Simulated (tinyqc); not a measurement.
Electron continuity equation in a given potential, Scharfetter-Gummel discretisation: one step of the calculation.

Steady state in one dimension: J = q mu n E + q D dn/dx with E = -dpsi/dx and D = mu Vt, dJ/dx = 0, fixed densities nL and nR at the ends. The potential is given, psi = 0 for x < L/2 and U (2 x/L - 1) beyond, and is not changed by the electrons.

Question. Bernoulli factors. d_i = (psi_(i+1) - psi_i)/Vt; B(d) = d/(exp(d) - 1), B(0) = 1. The flux on interval i is J_i = (q D/h) [n_(i+1) B(d_i) - n_i B(-d_i)].

Inputs (values chosen for the exercise): temperature T = 325 K.

Constants: q = 1.602176634e-19 C, kB = 1.380649e-23 J/K, Vt = kB T/q. Results are converted to the units shown.

psi, node 0 to 10 (V): [0.00000000, 0.00000000, 0.00000000, 0.00000000, 0.00000000, 0.00000000, 0.07800000, 0.15600000, 0.23400000, 0.31200000, 0.39000000]

Give: d_i; B(d_i); B(-d_i).

Answer.

```
interval    d_i  B(d_i)  B(-d_i)
0         0.000   1.000    1.000
1         0.000   1.000    1.000
2         0.000   1.000    1.000
3         0.000   1.000    1.000
4         0.000   1.000    1.000
5         2.785  0.1832    2.968
6         2.785  0.1832    2.968
7         2.785  0.1832    2.968
8         2.785  0.1832    2.968
9         2.785  0.1832    2.968
```

The largest |d_i| is 2.79, above 2, where central differences lose the sign pattern that keeps densities positive.

tinyqc, about 0.01 s, one thread, Intel Xeon 2.30GHz (shared host): `OMP_NUM_THREADS=1 python tinyqc.py 2220041 2220042 out.jsonl`
